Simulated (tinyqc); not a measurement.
MOS inversion layer, Poisson-Schroedinger loop: one step of the calculation.

Electrons confined at an insulator interface at z = 0, treated as a hard wall; parabolic valleys, Hartree approximation, no image or exchange terms. The depletion charge lies far deeper than the electrons and gives a uniform field q Nd/(eps0 eps_r); the gate balances all charge. Energies are counted from the band edge at the interface.

Task. Closed-form estimates. Triangular well: E_k = a_k (C F^2/mz)^(1/3), a_1 = 2.338107, a_2 = 4.087949, C = hbar^2/(2 m0), F in eV/nm. Fang-Howard (all electrons in the lowest level of set A): b^3 = 6 (mz1/C) q (Nd + 11 Ns/32)/(eps0 eps_r), centroid 3/b, level C b^2/(4 mz1) + (3/b) q (Nd + 11 Ns/16)/(eps0 eps_r). Use F = q (Nd + Ns)/(eps0 eps_r), the surface field, and F = q (Nd + Ns/2)/(eps0 eps_r).

Parameters, values chosen for the exercise; masses and permittivity close to those of In0.53Ga0.47As:
- eps_r = 14 (relative permittivity)
- mz1 = 0.0416 m0 (mass along z of valley set A (1 valley(s)))
- Ns = 1.6e12 cm^-2 (sheet density of electrons)
- Nd = 2.3e11 cm^-2 (sheet density of depletion charge)

Constants: q = 1.602176634e-19 C, hbar = 1.054571817e-34 J s, m0 = 9.1093837015e-31 kg, eps0 = 8.8541878128e-14 F/cm where lengths are in cm, hbar^2/(2 m0) = 0.0380998212 eV nm^2. Results are converted to the units shown.

Wanted: A1 with the surface field; A1 with Nd + Ns/2; A2 with Nd + Ns/2; b; Fang-Howard centroid; Fang-Howard level.

Result.

A1 with the surface field = 0.1871 eV
A1 with Nd + Ns/2 = 0.1275 eV
A2 with Nd + Ns/2 = 0.2230 eV
b = 0.4042 1/nm
Fang-Howard centroid = 7.422 nm
Fang-Howard level = 0.1650 eV

Computed by the program tinyqc: `OMP_NUM_THREADS=1 python tinyqc.py 2160136 2160137 out.jsonl`, one thread of a shared Intel Xeon 2.30GHz, about 0.5 s for the whole run.
